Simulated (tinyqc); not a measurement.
# Signal and retention of a DRAM cell: two studies

A stored one starts at Vd and leaks: Cs dV/dt = -I(V), I = a sqrt((V + Vb)/(Vd + Vb)) + b, with a = Ig exp[-(Eg1 q/kB)(1/T - 1/T0)] (generation in a depletion layer) and b = Is exp[-(Es q/kB)(1/T - 1/T0)]. The bit line is precharged to Vd/2, and charge sharing gives the signal (V - Vd/2) Cs/(Cs + Cb).

Inputs (values chosen for the exercise): array voltage Vd = 1.4 V; cell capacitance Cs = 28 fF; bit-line capacitance Cb = 30 fF; smallest signal that the sense amplifier resolves dm = 62 mV; built-in plus back-bias voltage of the storage junction Vb = 1.14 V; junction leakage at V = Vd and T0 Ig = 0.68 fA; voltage-independent leakage at T0 Is = 0.098 fA; activation energy of Is Es = 0.38 eV; reference temperature T0 = 358 K; temperature T = 328 K; deviation of ln(retention time) over the cells sg = 0.92; cells Nc = 4.29e9; refresh interval tr = 32 ms; activation energy of Ig Eg1 = 0.54 eV.

Constants: q = 1.602176634e-19 C, kB = 1.380649e-23 J/K. Results are converted to the units shown.

Each table varies one quantity; the others keep the values above.

## Effect of the cell capacitance

The cell fails below Vc = Vd/2 + dm (Cs + Cb)/Cs. With s = sqrt((Vc + Vb)/(Vd + Vb)), the time from Vd to Vc is t = [2 Cs (Vd + Vb)/a] [1 - s - (b/a) ln((a + b)/(a s + b))]. This time is the median of a log-normal spread: failing cells = Nc erfc(z/sqrt 2)/2, z = ln(t/tr)/sg.

Effect of the cell capacitance:
```
Cs (fF)  Vc (V)  retention time (s)  failing cells
4         1.227               4.155          263.1
8        0.9945               19.87       0.005866
12       0.9170               35.76       5.067e-5
16       0.8782               51.69       2.097e-6
20       0.8550               67.64       1.856e-7
24       0.8395               83.60       2.590e-8
28       0.8284               99.56       4.906e-9
32       0.8201               115.5       1.157e-9
```

The retention time rises from 4.16 to 116 s, as Cs^(2.26) between the first two rows and Cs^(1.11) between the last two: faster than Cs, because the margin Vd - Vc grows too. It vanishes at Cs = 2.92 fF, where even a fresh one gives only dm.

## Effect of the bit-line capacitance

Same model as above.

Effect of the bit-line capacitance:
```
Cb (fF)  Vc (V)  retention time (s)  failing cells
15       0.7952               105.7       2.758e-9
30       0.8284               99.56       4.906e-9
45       0.8616               93.48       8.974e-9
60       0.8949               87.44       1.694e-8
75       0.9281               81.44       3.310e-8
90       0.9613               75.48       6.735e-8
105      0.9945               69.56       1.435e-7
120       1.028               63.67       3.223e-7
```

What does the table show?

Vc rises by dm/Cs = 2.21 mV for each fF, and the retention time falls from 106 to 63.7 s; the margin is gone at Cb = 288 fF.

Range of the model: Real arrays also hold a tail of unusually leaky cells and cells whose retention varies in time, which this model lacks.

Numbers from tinyqc (`OMP_NUM_THREADS=1 python tinyqc.py 2130120 2130121 out.jsonl`; about 0.01 s on one thread of a shared Intel Xeon 2.30GHz).
